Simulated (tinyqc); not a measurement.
Sp3 tight binding, zinc-blende lattice, step by step. One step of it, computed by the program tinyqc.

Problem. Bloch Hamiltonian at k. Slater-Koster rules over the four bonds with direction cosines (l, m, n): ss V_ss; s-px l V_sp; px-s -l V_sp; px-px l^2 V_pps + (1 - l^2) V_ppp; px-py l m (V_pps - V_ppp); each times exp(i k.d).

Parameters chosen for this model: zinc-blende lattice, anion at 0, cation at a/4 (1,1,1); V = eta hbar^2 / (m d^2), hbar^2/m = 7.619964 eV angstrom^2:
```
parameter          value      unit
a               4.520000  angstrom
d               1.957217  angstrom
Es anion      -11.500000        eV
Ep anion       -5.830000        eV
Es cation     -11.500000        eV
Ep cation      -5.830000        eV
eta ss         -1.400000
eta sp          1.840000
eta pp sigma    3.240000
eta pp pi      -0.810000
V ss           -2.784856        eV
V sp            3.660097        eV
V pp sigma      6.444953        eV
V pp pi        -1.611238        eV
```

k point k (2 pi / a): 0.000000  0.730000  -0.220000

Give: H(k) at k.

Solution.

H(k) at k (eV):
```
                 a s            a px            a py            a pz
a s         -11.5000          0.0000          0.0000          0.0000
a px          0.0000         -5.8300          0.0000          0.0000
a py          0.0000          0.0000         -5.8300          0.0000
a pz          0.0000          0.0000          0.0000         -5.8300
c s          -4.3130         -2.6096  0.0000+7.2483i  0.0000-1.1783i
c px          2.6096          1.6636  0.0000+1.4973i  0.0000-9.2111i
c py  0.0000-7.2483i  0.0000+1.4973i          1.6636          3.3162
c pz  0.0000+1.1783i  0.0000-9.2111i          3.3162          1.6636

                 c s            c px            c py            c pz
a s          -4.3130          2.6096  0.0000+7.2483i  0.0000-1.1783i
a px         -2.6096          1.6636  0.0000-1.4973i  0.0000+9.2111i
a py  0.0000-7.2483i  0.0000-1.4973i          1.6636          3.3162
a pz  0.0000+1.1783i  0.0000+9.2111i          3.3162          1.6636
c s         -11.5000          0.0000          0.0000          0.0000
c px          0.0000         -5.8300          0.0000          0.0000
c py          0.0000          0.0000         -5.8300          0.0000
c pz          0.0000          0.0000          0.0000         -5.8300
```
